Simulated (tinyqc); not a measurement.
## Memristor with linear dopant drift: effect of the amplitude on the first half period

A film of thickness D has a doped share x: R = Ron x + Roff (1 - x), i = v/R, dx/dt = k i F with k = mv Ron/D^2 and F = 1 (no window). The drive is v = V0 sin(2 pi f t). The model has no threshold and no heating.

The equation is integrated to convergence over the first half period; the lobe area is the integral of i dv, down branch less up branch.

Values chosen for this exercise:

| symbol | value | unit | meaning |
|---|---|---|---|
| Ron | 50 | ohm | resistance of the fully doped film |
| Roff | 40000 | ohm | resistance of the undoped film |
| D | 5 | nm | film thickness |
| mv | 1.9e-14 | m^2/(V s) | dopant mobility |
| x0 | 0.36 |  | doped share at t = 0 |
| f | 3.5 | Hz | frequency |

Results:
```
V0 (V)  x at half period  R0/R(half period)  peak i (uA)  lobe area (uW)
0.2               0.3876              1.045        7.979         0.02337
0.33              0.4062              1.078        13.36          0.1098
0.47              0.4269              1.116        19.36          0.3337
0.73              0.4675              1.201        31.10           1.385
0.87              0.4907              1.256        37.81           2.488
1                 0.5132              1.314        44.33           4.009
```

Estimate the missing row, V0 = 0.6 V.

Computed row:
```
V0 (V)  x at half period  R0/R(half period)  peak i (uA)  lobe area (uW)
0.6               0.4468              1.157        25.12          0.7296
```

With this row back in the table: As V0 goes from 0.2 to 1 V, x at half period rises from 0.388 to 0.513, the resistance ratio rises from 1.04 to 1.31 and the lobe area rises from 0.0234 to 4.01 uW.

Computed by the program tinyqc: `OMP_NUM_THREADS=1 python tinyqc.py 2880130 2880131 out.jsonl`, one thread of a shared Intel Xeon 2.30GHz, about 0.2 s for the whole run.
